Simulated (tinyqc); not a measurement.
Sheet resistance and Hall data of a diffused or implanted layer. Changing the length scale l. Computed by tinyqc, a small Python program. Command: `OMP_NUM_THREADS=1 python tinyqc.py 3027172 3027173 out.jsonl layer sweep`. One thread of a shared host (Intel(R) Xeon(R) Processor @ 2.30GHz), about 0.01 s of CPU time with the checks.

Carriers are taken equal to the net active doping down to the junction (full ionisation, which deep dopants in wide-gap hosts do not reach; no spill-over, no depletion), and the Hall factor is 1.

Inputs (values chosen for the exercise, modelled on donors in germanium):

| quantity | value | unit |
|---|---|---|
| mu_min | 312 | cm^2/(V s) |
| mu_max | 3800 | cm^2/(V s) |
| N_ref | 1.1e+17 | 1/cm^3 |
| exponent alpha | 0.56 | - |
| peak concentration N_0 | 2.4e+18 | 1/cm^3 |
| background doping N_B (opposite type) | 8e+16 | 1/cm^3 |
| projected range R_p | 190 | nm |

Profile: buried Gaussian (implant). Activation: complete.

Constants: e = 1.602176634e-19 C.

Method:
- N(x) = N_0 exp(-(x - R_p)^2/(2 l^2)) for x > 0, dose N_0 l sqrt(pi/2) erfc(-R_p/(l sqrt 2)), junction x_j = R_p + l sqrt(2 ln(N_0/N_B)); the layer starts at x_0 = max(0, 2 R_p - x_j).
- Mobility mu = mu_min + (mu_max - mu_min)/(1 + (N_t/N_ref)^alpha), N_t = active doping + N_B; carriers n = active doping - N_B, all dopants active.
- Integrals from x_0 (0 unless stated) to x_j by the midpoint rule on 400 even intervals: 1/R_s = e int n mu dx; sheet density n_s = int n dx; Hall sheet density (int n mu dx)^2/int n mu^2 dx; Hall mobility int n mu^2 dx/int n mu dx.
- Mean conductivity 1/(R_s x_j); mean mobility 1/(e n_s R_s).

One run for each value:

| length scale l (nm) | sheet resistance R_s (ohm) | junction depth x_j (nm) | mean conductivity 1/(R_s x_j) (S/cm) |
|---|---|---|---|
| 29 | 410.29 | 265.6 | 91.75 |
| 52 | 228.81 | 325.6 | 134.21 |
| 94 | 128.75 | 435.2 | 178.48 |
| 170 | 81.91 | 633.4 | 192.75 |
| 310 | 53.68 | 998.5 | 186.58 |
| 1000 | 20.89 | 2798.1 | 171.05 |
| 1800 | 12.27 | 4884.7 | 166.85 |

Give the missing row, length scale l (nm) = 560.

Computed row:
```
length scale l (nm)  sheet resistance R_s (ohm)  junction depth x_j (nm)  mean conductivity 1/(R_s x_j) (S/cm)
560                                       34.11                   1650.6                                177.62
```

Interpolating between the two neighbouring rows (the first column on a logarithmic scale, the others too where they are positive) misses most in sheet resistance R_s (ohm), by 2.3 %. Over the rows, sheet resistance R_s (ohm) falls from 410 to 12.3 (exponent d ln y / d ln x -1.00 between the first rows and -0.91 between the last); junction depth x_j (nm) rises from 266 to 4880 (exponent d ln y / d ln x 0.35 between the first rows and 0.95 between the last); mean conductivity 1/(R_s x_j) (S/cm) goes from 91.8 through a maximum among these rows, 193 at 170, to 167. At the low end the exponent of sheet resistance R_s is -1.00, close to -1: the profile only stretches. At the high end the exponent of junction depth x_j is 0.95, close to 1: the profile only stretches.

Extremes, crossings and ranges named in words are read from the listed rows.
